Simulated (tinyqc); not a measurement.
Nanowire ballistic transistor, top-of-the-barrier model: course of the iteration: self-consistent potential at the barrier top.

At the top of the source barrier, states moving towards the drain are filled by the source (Fermi level 0) and states moving back by the drain (Fermi level -q Vd); nothing scatters. U is the shift of the band edge there, set by the capacitances CG, CD and CS (the total) and by the charge. Parabolic one-dimensional subbands; the source is grounded.

eta1 = -(E0 + U)/Vt, eta2 = eta1 - Vd/Vt, n = (N0/2)[F_(-1/2)(eta1) + F_(-1/2)(eta2)], F_(-1/2)(x) = (1/sqrt(pi)) int_0^infinity u^(-1/2)/(1 + exp(u - x)) du. Each F is summed over the two subbands, F(eta) + F(eta - dE/Vt), which share the mass. U(out) = UL + q (n - n0)/CS. U(new) = U + 0.2 (U(out) - U).

Stop when U changes by less than 1e-9 eV, or after 90 iterations.

Values chosen for this exercise; mass and valleys made up: temperature T = 200 K; offset of a second subband (0: none) dE = 0.24 eV; band edge at the barrier top above the source Fermi level at zero bias E0 = 0.4 eV; drain voltage Vd = 0.2 V.

Constants: q = 1.602176634e-19 C, kB = 1.380649e-23 J/K, Vt = kB T/q. Results are converted to the units shown.

U at the start (U = UL) = -0.4866 eV
N0 = 4.21183e6 cm^-1
CS = 6.20573 pF/cm
n0 = 3.50683e-4 cm^-1
UL = -0.4866 eV

Course of the iteration:
```
iteration,U (eV),|change| (eV)
1,-0.459620,0.0270
2,-0.443127,0.0165
3,-0.433691,9.44e-3
4,-0.428555,5.14e-3
5,-0.425833,2.72e-3
6,-0.424406,1.43e-3
7,-0.423662,7.44e-4
8,-0.423274,3.88e-4
9,-0.423073,2.02e-4
...,...,...
20,-0.422855,1.51e-7
21,-0.422854,7.83e-8
22,-0.422854,4.07e-8
23,-0.422854,2.12e-8
24,-0.422854,1.10e-8
25,-0.422854,5.71e-9
26,-0.422854,2.97e-9
27,-0.422854,1.54e-9
28,-0.422854,8.02e-10
```

Did this iteration meet its convergence test, and what does its course show?

Yes. Converged in 28 iterations. At the end each change is about 0.52 times the one before: linear convergence.

tinyqc, about 0.1 s, one thread, Intel Xeon 2.30GHz (shared host): `OMP_NUM_THREADS=1 python tinyqc.py 2400114 2400115 out.jsonl`
